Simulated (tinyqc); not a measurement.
Input admittance of a MOSFET at zero drain bias: distributed channel and distributed gate: one step of the calculation.

Source and drain grounded, strong inversion, w = 2 pi f, Cox = eps0 eox/tox. The channel is an RC line of resistance 1/(mu Cox Vo) per square fed from both ends, so one finger has the intrinsic admittance y = i w Cox L tanh(g)/g per width, g = (1/2) sqrt(i w tau), tau = L^2/(mu Vo). The vertical resistance rv/L is in series with y, the overlaps 2 i w Cov in parallel: y_t = 1/(1/y + rv/L) + 2 i w Cov. The gate strip is a line of Rsh/L per length loaded by y_t, so a finger has Y = y_t Wf tanh(k)/k, k = (Wf/sd) sqrt(y_t Rsh/L); the device has Nf Y.

Problem. Input impedance of the device. k and Y as defined; Z = 1/(Nf Y) = R + 1/(i w C); Q = |Im Z|/R; signal at the point farthest from a contact |1/cosh k|.

Values chosen for this exercise; values of the order met in silicon radio-frequency transistors:
```
symbol  value        unit                                        meaning
L         1.4          um                                 channel length
Wf        9.4          um                                   finger width
Nf          8                                          number of fingers
Rsh        21  ohm/square                   sheet resistance of the gate
sd          2              number of ends at which a finger is contacted
f         8.2         GHz                                      frequency
```

y_t = 355.70268+875.12071i uS/um

Give: k; Nf Y; R; C; Q; signal at the far point.

Solution.

k = 0.46415+0.31237i
Nf Y = 31.218+60.377i mS
R = 6.7572 ohm
C = 1485.2 fF
Q = 1.9340
signal at the far point = 0.93785

Program tinyqc, `OMP_NUM_THREADS=1 python tinyqc.py 2262105 2262106 out.jsonl`; Intel Xeon 2.30GHz, shared host, one thread, about 0.01 s.
